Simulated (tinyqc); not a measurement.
Leakage currents through a thin dielectric: one step, computed by the program tinyqc.

Electrons leave an electrode with Fermi energy E_F above its band bottom; barriers are counted from the Fermi level, and both electrodes are alike. They cross the interlayer first.

Question. Transmission at the Fermi level. Fields: F_i = V/(t_i + t k_i/k), F = F_i k_i/k; equivalent oxide thickness 3.9 (t/k + t_i/k_i). WKB: a layer of mass m, field F and barrier b(x) = b_0 - e F x gives the exponent (4 sqrt(2 m)/(3 hbar e F)) [b_0^(3/2) - max(b_0 - e F t, 0)^(3/2)] for b_0 > 0; b_0 = barrier - (E - E_F), less e F_i t_i for the second layer; the transmission is D(E) = exp(-sum of exponents), without image force.

Inputs (values chosen for the exercise, modelled on a low-k dielectric): barrier height phi_B = 2.49 eV; tunnelling mass m = 0.44 m_0; static permittivity k = 2.68; thickness t = 2.1 nm; voltage V = 1 V; interlayer thickness t_i = 0.93 nm; interlayer barrier phi_i = 3.04 eV; interlayer mass m_i = 0.39 m_0; interlayer permittivity k_i = 3.7.

Stack: dielectric on an interlayer.

Constants: m_0 = 9.1093837015e-31 kg; e = 1.602176634e-19 C; hbar = 1.054571817e-34 J s.

Give: exponent of the interlayer; exponent of the dielectric; transmission D(E_F).

Answer.

exponent of the interlayer = 10.17

exponent of the dielectric = 19.48

transmission D(E_F) = 1.338e-13
